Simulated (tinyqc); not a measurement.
Inside a calculation. Method: coherent transport through a tight-binding region between two chains. Computed by tinyqc, a small Python program that keeps every step. Settings: temperature = 300, mu = 0.35. Command: `OMP_NUM_THREADS=1 python tinyqc.py 24659 24660 out.jsonl` (the two numbers bound the seeds that draw the settings). One thread of a shared host (Intel(R) Xeon(R) Processor @ 2.60GHz), about 0.09 s of CPU time with the checks.

## Transmission at E = -0.03 eV

H of the central region (eV):
```
          1         2         3         4         5
1   0.00000  -2.00000   0.00000   0.00000   0.00000
2  -2.00000   0.00000  -0.60000   0.00000   0.00000
3   0.00000  -0.60000   0.00000  -0.60000   0.00000
4   0.00000   0.00000  -0.60000   0.00000  -1.48000
5   0.00000   0.00000   0.00000  -1.48000   0.00000
```

Leads: semi-infinite chains with site energy 0:

| parameter | value |
|---|---|
| lead hopping t (eV) | 2.250000 |
| coupling to the left lead (eV) | 0.230000 |
| coupling to the right lead (eV) | 1.260000 |
| left contact site | 1 |
| right contact site | 5 |

E = -0.03000 eV

Surface Green function g = (E - i sqrt(4 t^2 - E^2)) / (2 t^2); self-energy tc^2 g on each contact site; G = (E - H - Sigma)^(-1); Gamma = -2 Im Sigma; T = Gamma_L Gamma_R |G_LR|^2; local density of states -Im G_ii / pi.

g = -0.00296-0.44443i 1/eV

G (1/eV):
```
                   1                  2                  3                  4
1  -0.20386-0.69817i   0.48875-0.00802i   0.70397+2.32683i  -0.45355+0.12436i
2   0.48875-0.00802i   0.00720-0.00587i   0.03786+0.02644i  -0.00531+0.00719i
3   0.70397+2.32683i   0.03786+0.02644i  -2.34467-7.75478i   1.51158-0.41418i
4  -0.45355+0.12436i  -0.00531+0.00719i   1.51158-0.41418i   0.08088-0.02790i
5  -0.29459-0.94079i  -0.01545-0.01058i   0.98118+3.13543i   0.06451+0.16735i

                   5
1  -0.29459-0.94079i
2  -0.01545-0.01058i
3   0.98118+3.13543i
4   0.06451+0.16735i
5  -0.39647-1.26773i
```

local density of states (1/eV): 0.22223  0.00187  2.46842  0.00888  0.40353

transmission = 0.06449

## Transmission across the band

The same steps on a grid of energies.

T(E):

| E (eV) | T |
|---|---|
| -4.2750000 | 1.26e-08 |
| -3.8475000 | 1.26e-07 |
| -3.4200000 | 9.11e-07 |
| -2.9925000 | 8.21e-06 |
| -2.5650000 | 0.00015 |
| -2.1375000 | 0.18407 |
| -1.7100000 | 0.01016 |
| -1.2825000 | 0.00347 |
| -0.8550000 | 0.00214 |
| -0.4275000 | 0.00432 |
| 0.0000000 | 0.07039 |
| 0.4275000 | 0.00432 |
| 0.8550000 | 0.00214 |
| 1.2825000 | 0.00347 |
| 1.7100000 | 0.01016 |
| 2.1375000 | 0.18407 |
| 2.5650000 | 0.00015 |
| 2.9925000 | 8.21e-06 |
| 3.4200000 | 9.11e-07 |
| 3.8475000 | 1.26e-07 |
| 4.2750000 | 1.26e-08 |

levels of the isolated region (eV): -2.10452  -1.57525  0.00000  1.57525  2.10452

## Current

I = (2e/h) int T(E) [f(E - mu - V/2) - f(E - mu + V/2)] dE at 300 K with mu = 0.35 eV, the bias not changing H; 2e^2/h = 77.48092 microsiemens; the integral runs over the band on 4001 points.

Current:

| V (volt) | I (microampere) |
|---|---|
| 0.01000 | 0.00476 |
| 0.05000 | 0.02391 |
| 0.10000 | 0.04843 |
| 0.20000 | 0.10200 |
| 0.40000 | 0.25630 |
| 0.80000 | 1.03845 |
